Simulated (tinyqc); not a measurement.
What each parameter does: Wannier function of the lower band of a two-orbital chain.

H(k) = [[-d/2 - 2 ta cos k, -t1 - t2 exp(-ik)], [-t1 - t2 exp(ik), d/2 - 2 tb cos k]], k in 1/a, Bloch sums with exp(ikR) and without the positions inside the cell. Mesh k_j = 2 pi j/N. Projection gauge: each lower eigenvector u is multiplied by the phase that makes <trial|u> real and positive (the one-band case of Loewdin orthogonalisation). Wannier amplitudes w(R) = (1/N) sum_k exp(ikR) u(k); hoppings H(R) = (1/N) sum_k exp(-ikR) E(k).

Parameters, chosen for this exercise:

| symbol | value | unit | meaning |
|---|---|---|---|
| d | -1.41 | eV | A at -d/2, B at +d/2 |
| t1 | 1.56 | eV | A-B in the cell |
| t2 | 0.45 | eV | B to A of the next cell |
| ta | 0.24 | eV | A-A between cells |
| tb | -0.03 | eV | B-B between cells |
| xb | 0.63 | a | position of B (A at 0) |
| th | 20 | degrees | trial orbital cos(th) A + sin(th) B in cell 0 |

N = 24: centre (folded into [0, 1)) and Omega_I from overlaps M_j = u_j^+ diag(1, exp(-i b xb)) u_(j+1), b = 2 pi/N: centre = -(1/2 pi) Im ln prod M_j, Omega_I = mean(1 - |M_j|^2)/b^2; and the first two hoppings H(R).

One parameter was then changed.

Results before and after:

| case | centre (a) | Omega_I (a^2) | H(1) (eV) | H(2) (eV) |
|---|---|---|---|---|
| base | 0.4630 | 0.0865 | -0.2497 | 0.0008 |
| changed | 0.4572 | 0.0852 | -0.2064 | -0.0023 |

Which of these changes was made? (a) d = -1.11 eV; (b) t2 = 0.35 eV; (c) t1 = 1.71 eV; (d) xb = 0.68 a; (e) th = 30 degrees; (f) ta = 0.34 eV.

Answer: (b) t2 = 0.35 eV. Of the candidates, run in turn, only this one gives the changed row.

All candidates:

| case | centre (a) | Omega_I (a^2) | H(1) (eV) | H(2) (eV) |
|---|---|---|---|---|
| base | 0.4630 | 0.0865 | -0.2497 | 0.0008 |
| d = -1.11 eV | 0.4408 | 0.0935 | -0.2665 | 0.0023 |
| t1 = 1.71 eV | 0.4511 | 0.0887 | -0.2574 | 0.0013 |
| t2 = 0.35 eV | 0.4572 | 0.0852 | -0.2064 | -0.0023 |
| ta = 0.34 eV | 0.4652 | 0.0871 | -0.2785 | -0.0054 |
| xb = 0.68 a | 0.4985 | 0.0988 | -0.2497 | 0.0008 |
| th = 30 degrees | 0.4630 | 0.0865 | -0.2497 | 0.0008 |

The trial angle is a choice of gauge and moves none of these; xb enters the position operator alone, so it leaves the hoppings.

(tinyqc, `OMP_NUM_THREADS=1 python tinyqc.py 1451633 1451634 out.jsonl`, Intel(R) Xeon(R) Processor @ 2.30GHz, 1 thread, shared host, about 0.1 s.)
